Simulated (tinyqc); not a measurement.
Q-state Potts model on a small periodic square lattice: enumeration, Metropolis, heat-bath and Wolff steps: one step, computed by the program tinyqc. Command: `OMP_NUM_THREADS=1 python tinyqc.py 3112596 3112597 out.jsonl potts walk`. One thread of a shared host (Intel(R) Xeon(R) Processor @ 2.30GHz), about 0.08 s of CPU time with the checks.

E = -J x (number of nearest-neighbour bonds with equal states); n x n sites with periodic edges have 2 n^2 bonds. Order parameter m = (q f - 1)/(q - 1), f being the largest share of one state. Sites are numbered row by row from 0. Here q = 3 and n = 3.

Task: Eight single-site steps. Site = floor(r1 n^2). State c is drawn with probability exp(K k_c)/sum exp(K k), k_c the number of neighbours in state c: the first c whose cumulative probability reaches r2; r3 is not used.

Inputs (values chosen for the exercise, for a model of domains or grain orientations): temperature T = 822 K.

Update: heat bath.

start states:
```
   1  2  3
1  2  2  2
2  1  1  1
3  2  1  0
```

random numbers, one row a step:
```
        1       2       3
1  0.7988  0.9213  0.9726
2  0.5507  0.0541  0.9121
3  0.3366  0.9898  0.5325
4  0.3633  0.6508  0.0981
5  0.1762  0.8631  0.6732
6  0.6944  0.9660  0.8203
7  0.7906  0.6894  0.0760
8  0.5843  0.4626  0.7674
```

K = 0.9176322

Give: the table «Steps» with the columns old, neighbours in each state, P(old), P(new), new; states afterwards.

Result:

Steps:
```
site  old  neighbours in each state  P(old)  P(new)  new
7       1                     1 1 2  0.2221  0.5559    2
4       1                     0 2 2  0.4631  0.0739    0
3       1                     1 1 2  0.2221  0.5559    2
3       2                     1 1 2  0.5559  0.5559    2
1       2                     1 0 3  0.8175  0.8175    2
6       2                     1 0 3  0.8175  0.8175    2
7       2                     2 0 2  0.4631  0.4631    2
5       1                     2 0 2  0.0739  0.4631    0
```

states afterwards:
```
   1  2  3
1  2  2  2
2  2  0  0
3  2  2  0
```
